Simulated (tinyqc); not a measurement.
Anisotropic wet etching of Si(100): plane rates, V-grooves, membranes and undercut. From time to reach the membrane back to bath temperature T. Computed by tinyqc, a small Python program. Command: `OMP_NUM_THREADS=1 python tinyqc.py 3016024 3016025 out.jsonl wetetch inv`. One thread of a shared host (Intel(R) Xeon(R) Processor @ 2.30GHz), about 0.02 s of CPU time with the checks.

A long slot opens the mask on a (100) wafer. The floor etches at R100; (111) walls stand at theta = arctan(sqrt2) = 54.7356 degrees to the surface and recede at R111 along their normal.

Inputs (values chosen for the exercise, close to those used for potassium hydroxide solutions):
```
quantity,value,unit
prefactor k0 of the (100) rate,4.4e+08,um/min
"activation energy of (100), E",0.601,eV
ratio (100)/(111) at 80 C,360,-
"extra energy of (111), dE",0.1,eV
ratio (100)/oxide at 80 C,140,-
"extra energy of the oxide, dE_ox",0.21,eV
"corner undercut rate over (100) rate, c",1.7,-
"width w (mask opening along <110>, or membrane width in the design step)",240,um
misalignment of the mask,0.5,degrees
etch time t,120,min
wafer thickness d,380,um
membrane thickness wanted,7.9,um
```

Constants: k_B = 8.617333262e-05 eV/K.

Method:
- R100 = k0 exp(-E/(k_B T)); a ratio given at 80 C scales as exp[(extra energy/k_B)(1/T - 1/353.15 K)]; R111 and R_ox follow by division.
- Temperatures in kelvin are T(C) + 273.15.
- A misaligned edge exposes ledges and adds R100 sin(misalignment) to the lateral rate (a simple estimate): u = R111/sin(theta) + R100 sin(misalignment). Top width W = w + 2 u t; floor width b = W - 2 z/tan(theta) = W - sqrt2 z. The floor lasts until b = 0, at t_V = w/(sqrt2 R100 - 2u); depth z = R100 t before t_V and W/sqrt2 after.
- Etch depth d - membrane, time = depth/R100; for a membrane as wide as w the opening must be w + sqrt2 depth - 2 u time; oxide mask consumed R_ox x time; a 1 K error changes the depth by the fraction E/(k_B T^2); a convex mask corner, such as that of a mesa, would retreat by c x depth.

Question. A run gave the result below. Find the bath temperature T, known to lie between 27 and 65 C.

time to reach the membrane = 2966.069 min

Answer.

Each step takes the trial c = (a f_b - b f_a)/(f_b - f_a), f being the result less the target and a, b, c the logarithms of the listed values; c replaces end b, the old b replaces a if the sign of f changed, and otherwise f_a is halved.

Scan of the range:
```
bath temperature T (C),time to reach the membrane (min)
27.0,10435.6
31.3,7516.0
36.2,5228.8
41.9,3477.4
48.5,2207.9
56.1,1338.5
65.0,766.5
```

False position (Illinois rule, in the logarithm of the input) inside the bracket:
```
step,end a,end b,trial,time to reach the membrane (min)
1,41.9000,48.5000,44.4430,2912.58
2,41.9000,44.4430,43.9922,3004.92
3,44.4430,43.9922,44.1813,2965.80
4,43.9922,44.1813,44.1800,2966.07
5,43.9922,44.1800,44.1800,2966.07
6,44.1800,44.1800,44.1800,2966.07
```

Time to reach the membrane falls at every point of a 13-point scan of the range (every second point is shown), so one value fits; it is bracketed by 41.9 and 48.5. Answer: bath temperature T = 44.18 C.

Caution: rates also depend on concentration, doping, additives and stirring, all held fixed here.
